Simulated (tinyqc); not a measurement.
In-plane mass from two subband densities.

Inverse problem. At zero temperature each occupied subband holds N_k = D (EF - E_k), D = md m0 q/(pi hbar^2) per eV. Two subbands are occupied. Find md, EF - E1 and EF - E2.

Constants: q = 1.602176634e-19 C, hbar = 1.054571817e-34 J s, m0 = 9.1093837015e-31 kg. Results are converted to the units shown.

N1, N2 (cm^-2): 9.4646304e11  1.6e11
E2 - E1 = 28.1 meV

Answer. N1 - N2 = D (E2 - E1) gives D and so md; each N_k/D is a distance to EF.

md = 0.06700 m0
EF - E1 = 33.82 meV
EF - E2 = 5.717 meV

Program tinyqc, `OMP_NUM_THREADS=1 python tinyqc.py 2140024 2140025 out.jsonl`; Intel Xeon 2.30GHz, shared host, one thread, about 0.2 s.
